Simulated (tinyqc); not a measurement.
On-chip interconnect, size-dependent resistivity and RC delay: delay against the aspect ratio.

A rectangular line between two neighbours and two ground planes. Surface and grain-boundary scattering are added to the bulk resistivity as corrections; capacitances are parallel-plate values without fringing; inductance is ignored.

Metal width x = wd - 2 tl, height y = AR wd - tl; grain boundaries (Mayadas-Shatzkes): al = (lam/(gr x)) Rg/(1 - Rg), g = 1/[1 - 3 al/2 + 3 al^2 - 3 al^3 ln(1 + 1/al)] - 1; surfaces (Fuchs-Sondheimer, thick limit): s = (3/8) lam (1 - ps)(1/x + 1/y); rho = rho0 (1 + g + s); r = rho/(x y); c = eps0 ek (2 wd/hd + 2 Mf AR wd/sp). Elmore delay tE = Rd (c Lw + Cl) + r Lw (c Lw/2 + Cl); t50 is the time at which the far end of a ladder of 30 pi sections (half capacitances at both ends, Cl at the far end, a step applied through Rd) reaches half the step; line share r Lw/(Rd + r Lw); estimate 0.69 Rd (c Lw + Cl) + 0.38 r c Lw^2 + 0.69 r Lw Cl.

Inputs (values chosen for the exercise); metal values close to those of copper: bulk resistivity rho0 = 1.65 uohm cm; bulk mean free path lam = 38.9 nm; specular share of surface scattering ps = 0; reflection coefficient of grain boundaries Rg = 0.3; grain size over the metal width gr = 2; drawn line width wd = 120 nm; liner on both walls and the bottom, not conducting tl = 1.5 nm; space to the neighbouring lines sp = 120 nm; dielectric height to the planes above and below hd = 240 nm; relative permittivity of the dielectric ek = 3.9; Miller factor of the neighbours Mf = 1; line length Lw = 170 um; driver resistance Rd = 1000 ohm; load capacitance Cl = 2.8 fF.

Constants: eps0 = 8.8541878128e-12 F/m. Results are converted to the units shown.

Result of one run:
```
AR   rho (uohm cm)  r (ohm/um)  c (fF/um)  tE (ps)  t50 (ps)  estimate (ps)  line share of the resistance (%)
0.8          2.283       2.065    0.08978    21.72     15.41          15.18                             25.98
```

What becomes of these results when the aspect ratio, height over width AR is changed from 0.8 to 1.2, all else the same?

Result of the changed run:
```
AR   rho (uohm cm)  r (ohm/um)  c (fF/um)  tE (ps)  t50 (ps)  estimate (ps)  line share of the resistance (%)
1.2          2.197       1.318     0.1174    25.62     18.04          17.84                             18.30
```

The whole series:
```
AR   rho (uohm cm)  r (ohm/um)  c (fF/um)  tE (ps)  t50 (ps)  estimate (ps)  line share of the resistance (%)
0.8          2.283       2.065    0.08978    21.72     15.41          15.18                             25.98
1.2          2.197       1.318     0.1174    25.62     18.04          17.84                             18.30
1.6          2.154      0.9666     0.1450    29.94     21.00          20.80                             14.11
2            2.129      0.7630     0.1727    34.42     24.08          23.88                             11.48
2.4          2.112      0.6301     0.2003    38.97     27.23          27.02                             9.675
2.8          2.100      0.5366     0.2279    43.57     30.40          30.18                             8.360
3.2          2.091      0.4672     0.2555    48.19     33.60          33.37                             7.359
3.6          2.084      0.4137     0.2832    52.83     36.81          36.57                             6.572
4            2.078      0.3712     0.3108    57.48     40.03          39.78                             5.936
```

As AR goes from 0.8 to 4, r falls from 2.06 to 0.371 ohm/um, c rises from 0.0898 to 0.311 fF/um and t50 rises from 15.4 to 40.0 ps. t50/tE lies between 0.696 and 0.709, and the estimate is within 1.5 % of t50.

tinyqc, about 0.01 s, one thread, Intel Xeon 2.30GHz (shared host): `OMP_NUM_THREADS=1 python tinyqc.py 2100048 2100049 out.jsonl`
